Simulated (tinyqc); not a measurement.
Inside a calculation. Method: Hubbard ring of 4 sites. One step of it, computed by the program tinyqc.

Question. The many-body Hamiltonian. Basis: all placements (u, d, 2, 0 on each site), up operators ordered before down ones; hops carry the sign of the same-spin electrons passed.

one-body matrix (hopping and site energies) (eV), order 1, 2, 3, 4:
```
[[-0.610000, -1.300000, 0.000000, -1.300000],
 [-1.300000, -0.250000, -1.300000, 0.000000],
 [0.000000, -1.300000, -0.110000, -1.300000],
 [-1.300000, 0.000000, -1.300000, 0.580000]]
```

U = 7.800000 eV

electrons, up and down: [1, 1]

Give: H.

Answer.

H (eV), order 2000, ud00, u0d0, u00d, du00, 0200, 0ud0, 0u0d, d0u0, 0du0, 0020, 00ud, d00u, 0d0u, 00du, 0002:
```
[[6.5800, -1.3000, 0.0000, -1.3000, -1.3000, 0.0000, 0.0000, 0.0000, 0.0000, 0.0000, 0.0000, 0.0000, -1.3000, 0.0000, 0.0000, 0.0000],
 [-1.3000, -0.8600, -1.3000, 0.0000, 0.0000, -1.3000, 0.0000, 0.0000, 0.0000, 0.0000, 0.0000, 0.0000, 0.0000, -1.3000, 0.0000, 0.0000],
 [0.0000, -1.3000, -0.7200, -1.3000, 0.0000, 0.0000, -1.3000, 0.0000, 0.0000, 0.0000, 0.0000, 0.0000, 0.0000, 0.0000, -1.3000, 0.0000],
 [-1.3000, 0.0000, -1.3000, -0.0300, 0.0000, 0.0000, 0.0000, -1.3000, 0.0000, 0.0000, 0.0000, 0.0000, 0.0000, 0.0000, 0.0000, -1.3000],
 [-1.3000, 0.0000, 0.0000, 0.0000, -0.8600, -1.3000, 0.0000, -1.3000, -1.3000, 0.0000, 0.0000, 0.0000, 0.0000, 0.0000, 0.0000, 0.0000],
 [0.0000, -1.3000, 0.0000, 0.0000, -1.3000, 7.3000, -1.3000, 0.0000, 0.0000, -1.3000, 0.0000, 0.0000, 0.0000, 0.0000, 0.0000, 0.0000],
 [0.0000, 0.0000, -1.3000, 0.0000, 0.0000, -1.3000, -0.3600, -1.3000, 0.0000, 0.0000, -1.3000, 0.0000, 0.0000, 0.0000, 0.0000, 0.0000],
 [0.0000, 0.0000, 0.0000, -1.3000, -1.3000, 0.0000, -1.3000, 0.3300, 0.0000, 0.0000, 0.0000, -1.3000, 0.0000, 0.0000, 0.0000, 0.0000],
 [0.0000, 0.0000, 0.0000, 0.0000, -1.3000, 0.0000, 0.0000, 0.0000, -0.7200, -1.3000, 0.0000, -1.3000, -1.3000, 0.0000, 0.0000, 0.0000],
 [0.0000, 0.0000, 0.0000, 0.0000, 0.0000, -1.3000, 0.0000, 0.0000, -1.3000, -0.3600, -1.3000, 0.0000, 0.0000, -1.3000, 0.0000, 0.0000],
 [0.0000, 0.0000, 0.0000, 0.0000, 0.0000, 0.0000, -1.3000, 0.0000, 0.0000, -1.3000, 7.5800, -1.3000, 0.0000, 0.0000, -1.3000, 0.0000],
 [0.0000, 0.0000, 0.0000, 0.0000, 0.0000, 0.0000, 0.0000, -1.3000, -1.3000, 0.0000, -1.3000, 0.4700, 0.0000, 0.0000, 0.0000, -1.3000],
 [-1.3000, 0.0000, 0.0000, 0.0000, 0.0000, 0.0000, 0.0000, 0.0000, -1.3000, 0.0000, 0.0000, 0.0000, -0.0300, -1.3000, 0.0000, -1.3000],
 [0.0000, -1.3000, 0.0000, 0.0000, 0.0000, 0.0000, 0.0000, 0.0000, 0.0000, -1.3000, 0.0000, 0.0000, -1.3000, 0.3300, -1.3000, 0.0000],
 [0.0000, 0.0000, -1.3000, 0.0000, 0.0000, 0.0000, 0.0000, 0.0000, 0.0000, 0.0000, -1.3000, 0.0000, 0.0000, -1.3000, 0.4700, -1.3000],
 [0.0000, 0.0000, 0.0000, -1.3000, 0.0000, 0.0000, 0.0000, 0.0000, 0.0000, 0.0000, 0.0000, -1.3000, -1.3000, 0.0000, -1.3000, 8.9600]]
```
